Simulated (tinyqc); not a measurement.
Estimate of lattice thermal conductivity from elastic moduli (Slack, Klemens and Cahill formulas): one step, computed by the program tinyqc. Command: `OMP_NUM_THREADS=1 python tinyqc.py 3017403 3017404 out.jsonl slack walk`. One thread of a shared host (Intel(R) Xeon(R) Processor @ 2.30GHz), about 0.01 s of CPU time with the checks.

An isotropic solid.

Question. Velocities, Poisson ratio and Debye temperature. rho = M/V; vL = sqrt((B + 4G/3)/rho), vT = sqrt(G/rho); v_m = [(vL^-3 + 2 vT^-3)/3]^(-1/3); Poisson ratio sigma = (3B - 2G)/(6B + 2G); Theta = hbar v_m (6 pi^2/V)^(1/3)/k_B.

Inputs (values chosen for the exercise, for a model crystal):

| quantity | value | unit |
|---|---|---|
| bulk modulus B | 136 | GPa |
| shear modulus G | 122 | GPa |
| volume per atom V | 12.2 | angstrom^3 |
| mean atomic mass M | 162 | u |

Grueneisen parameter: from thermal expansion.

Constants: u = 1.6605390666e-27 kg; hbar = 1.054571817e-34 J s; k_B = 1.380649e-23 J/K.

Give: density rho; vL; vT; v_m; Poisson ratio sigma; Debye temperature Theta.

Answer.

density rho = 22050 kg/m^3

vL = 3680.4 m/s

vT = 2352.2 m/s

v_m = 2584.7 m/s

Poisson ratio sigma = 0.15472

Debye temperature Theta = 334.27 K
